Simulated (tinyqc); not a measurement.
Round or elliptic silicon nanowire with anisotropic valleys (Ritz method), step by step. Values are carried at full precision from step to step, so a last printed digit may differ when a step is redone from the rounded ones.

Wire along x = [110] on a (001) wafer, y = [-110], z = [001]. Valley groups (w = inverse masses): A, two valleys along z: w_y = 1/mt, w_z = 1/ml, m_x = mt; B, four valleys in the wafer plane: w_y = (1/ml + 1/mt)/2, w_z = 1/mt, m_x = (ml + mt)/2.

Constants: hbar^2/2m0 = 3.80998211 eV angstrom^2; kB = 8.617333262e-05 eV/K.

Values chosen for the exercise (near those of a Si nanowire; the results hold for these values, not for the real material):
- ml = 0.913 m0 (longitudinal mass)
- mt = 0.193 m0 (transverse mass)
- a = 41 angstrom (semi-axis along y)
- b = 41 angstrom (semi-axis along z)
- group = B (valley group worked out)
- T = 300 K (temperature)

## Stretching the ellipse

Scaling y by 1/sqrt(w_y) and z by 1/sqrt(w_z) makes the mass 1 and the semi-axes A = a/sqrt(w_y), B = b/sqrt(w_z). List them with the one-function estimate 3c (1/A^2 + 1/B^2) and the slender limit c (pi/2s)^2 (1 + 2s/(pi l)), s and l the smaller and larger of A, B; c = hbar^2/2m0.

Groups:
```
group  g      A      B  axis ratio  one function (eV)  slender limit (eV)
A      2  18.01  39.18       2.175             0.0427              0.0375
B      4  23.14  18.01       1.285             0.0566              0.0433
```

The one-function value suits axis ratios near 1 and the slender limit ratios well above 2.

## Matrices of three even functions

Hard wall on the ellipse (y/a)^2 + (z/b)^2 = 1, c = hbar^2/2m0. With u = y/a, v = z/b the operator is -c [(w_y/a^2) d2/du2 + (w_z/b^2) d2/dv2] on the unit disc. Basis (1 - u^2 - v^2) u^i v^j; S, X and Y are the disc integrals of f f', (df/du)(df'/du) and (df/dv)(df'/dv), from the integral of u^p v^q = 2 Gamma((p+1)/2) Gamma((q+1)/2)/((p + q + 2) Gamma((p+q+2)/2)) for even p, q; H = c (w_y X/a^2 + w_z Y/b^2).

Basis 1, u^2, v^2 times (1 - u^2 - v^2); form S and H for the chosen group.

S, rows 1, u^2, v^2 and columns alike:
$$\begin{pmatrix}
1.047198 & 0.130900 & 0.130900 \\
0.130900 & 0.039270 & 0.013090 \\
0.130900 & 0.013090 & 0.039270
\end{pmatrix}$$

H (meV), rows 1, u^2, v^2 and columns alike:
$$\begin{pmatrix}
59.2394 & 9.8732 & 9.8732 \\
9.8732 & 7.4268 & 1.2342 \\
9.8732 & 1.2342 & 9.8514
\end{pmatrix}$$

## Lowest level in this basis

Solve H p = E S p for the wire level; give E, the ratios p2/p1 and p3/p1, and H11/S11.

E = 54.4 meV

ratios: [-0.49, -0.32]

one function = 56.6 meV

The two added functions lower the level by 2.1 meV (3.8 %), mostly by narrowing the state along u, the direction in which the stretched ellipse is long.

## Subbands

Converged values use 21 functions of each parity class (e or o in u, then in v).

The nine lowest levels of all groups and parity classes.

Subbands:
```
group, parity  g  m_x (m0)  E (eV)
A ee           2    0.1930  0.0405
B ee           4    0.5530  0.0544
A eo           2    0.1930  0.0684
A ee           2    0.1930  0.1065
B oe           4    0.5530  0.1211
A oe           2    0.1930  0.1357
B eo           4    0.5530  0.1550
A eo           2    0.1930  0.1554
A oo           2    0.1930  0.1797
```

At 300 K and without degeneracy the populations go as g sqrt(m_x) exp(-E/kB T): among these nine the lowest level holds 28 % and the light transport mass mt 40 % of the electrons.

## Checks

- Circle of radius a with both masses mt against c (2.404826/R)^2/m, eV: both 0.0679.

(tinyqc, `OMP_NUM_THREADS=1 python tinyqc.py 1282456 1282457 out.jsonl`, Intel(R) Xeon(R) Processor @ 2.30GHz, 1 thread, shared host, about 0.1 s.)
